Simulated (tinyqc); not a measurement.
Ferroelectric switching, Landau-Khalatnikov equation: course of the switching.

One domain: rho dP/dt = E - (2 al P + 4 be P^3), with al = -3 sqrt(3) Ec/(4 Pr), be = 3 sqrt(3) Ec/(8 Pr^3), so that the static loop has remanence Pr and coercive field Ec. With P in uC/cm^2, E in kV/cm, rho in ohm m and t in ns, dP/dt = [E - 2 al P - 4 be P^3]/(100 rho).

al = -3 sqrt(3) Ec/(4 Pr), be = 3 sqrt(3) Ec/(8 Pr^3). Relaxation time at remanence tau = 100 rho/(-4 al); final state: the largest root Pf of 2 al P + 4 be P^3 = Em; relaxation time there 100 rho/(2 al + 12 be Pf^2).

The constant field E = Em acts from t = 0. Explicit Euler: P(new) = P + dt dP/dt(P).

P starts at -Pr. The reference is a fourth-order Runge-Kutta run with 40 substeps a step; the run counts as sound if it ends within 1 % of Pf.

Inputs (values chosen for the exercise); remanent polarisation and coercive field close to those of strontium bismuth tantalate films: remanent polarisation Pr = 10 uC/cm^2; static coercive field Ec = 42 kV/cm; viscosity of the polarisation rho = 7.8 ohm m; field amplitude Em = 120 kV/cm; time step dt = 13 ns.

Course of the iteration:
```
step  t (ns)  P (uC/cm^2)  reference (uC/cm^2)
1         13           -8             -8.27290
2         26     -6.52377             -6.85651
3         39     -5.20527             -5.54587
4         52     -3.89544             -4.21852
5         65     -2.49638             -2.77496
6         78    -0.922089             -1.11654
7         91     0.911641             0.854509
8        104      3.07606              3.19791
9        117      5.58255              5.83639
10       130      8.28142              8.44825
11       143      10.7546              10.5756
12       156      12.4483              11.9774
13       169      13.2040              12.7558
14       182      13.4187              13.1434
15       195      13.4649              13.3254
16       208      13.4739              13.4085
17       221      13.4757              13.4459
18       234      13.4760              13.4626
19       247      13.4761              13.4701
20       260      13.4761              13.4734
21       273      13.4761              13.4749
22       286      13.4761              13.4756
23       299      13.4761              13.4759
24       312      13.4761              13.4760
```

Did this iteration meet its convergence test, and what does its course show?

Yes. P first turns positive at t = 91 ns among the steps, the reference at 91 ns (exactly 85.7 ns); the last value is within 0.01 % of Pf. The largest gap to the reference is 0.47 uC/cm^2.

Numbers from tinyqc (`OMP_NUM_THREADS=1 python tinyqc.py 2860110 2860111 out.jsonl`; about 0.1 s on one thread of a shared Intel Xeon 2.30GHz).
